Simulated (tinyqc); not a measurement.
Donor level screened by free carriers (Yukawa potential): one step. One-parameter trial function. Three cases, with inputs chosen for the exercise.

Question. For exp(-z r): E(z) = z^2 - 8 z^3/(2z + x)^2 in Ry*. Scan z = 0.5, 0.6, ..., 1.1, then minimise; first order gives -1 + 2x.

Potential -(q/(eps r)) exp(-ks r), q = e^2/(4 pi eps0). In units Ry* = Ry m/eps^2 and a* = a0 eps/m the problem is [-Laplacian - 2 exp(-x r)/r] psi = E psi with x = ks a*.

Case 1.

x = 0.156074
Ry* = 55.38896 meV

Case 2.

x = 0.560052
Ry* = 6.99044 meV

Case 3.

x = 0.612041
Ry* = 31.25799 meV

Give: Scan (Ry*); best z; E; binding.

Answer.

Case 1.

Scan (Ry*):
```
z    kinetic  potential        E
0.5   0.2500    -0.7482  -0.4982
0.6   0.3600    -0.9397  -0.5797
0.7   0.4900    -1.1332  -0.6432
0.8   0.6400    -1.3282  -0.6882
0.9   0.8100    -1.5242  -0.7142
1.0   1.0000    -1.7209  -0.7209
1.1   1.2100    -1.9182  -0.7082
```

best z = 0.985
E = -0.7212 Ry*
binding = 39.94 meV

First order in x would give -0.688 Ry*, a rigid shift by q ks/eps; it overstates the loss of binding by 0.033 Ry*.

Case 2.

Scan (Ry*):
```
z    kinetic  potential        E
0.5   0.2500    -0.4109  -0.1609
0.6   0.3600    -0.5578  -0.1978
0.7   0.4900    -0.7142  -0.2242
0.8   0.6400    -0.8779  -0.2379
0.9   0.8100    -1.0471  -0.2371
1.0   1.0000    -1.2207  -0.2207
1.1   1.2100    -1.3978  -0.1878
```

best z = 0.845
E = -0.2394 Ry*
binding = 1.67 meV

First order in x would give 0.120 Ry*, a rigid shift by q ks/eps; it overstates the loss of binding by 0.359 Ry*.

Case 3.

Scan (Ry*):
```
z    kinetic  potential        E
0.5   0.2500    -0.3848  -0.1348
0.6   0.3600    -0.5263  -0.1663
0.7   0.4900    -0.6778  -0.1878
0.8   0.6400    -0.8371  -0.1971
0.9   0.8100    -1.0024  -0.1924
1.0   1.0000    -1.1725  -0.1725
1.1   1.2100    -1.3466  -0.1366
```

best z = 0.818
E = -0.1973 Ry*
binding = 6.17 meV

First order in x would give 0.224 Ry*, a rigid shift by q ks/eps; it overstates the loss of binding by 0.421 Ry*.

Computed by tinyqc, one run a case: `OMP_NUM_THREADS=1 python tinyqc.py N N+1 out.jsonl` with N = 1250075, 1250210, 1250377; one thread of a shared Intel(R) Xeon(R) Processor @ 2.30GHz, about 0.02 s a run at most.
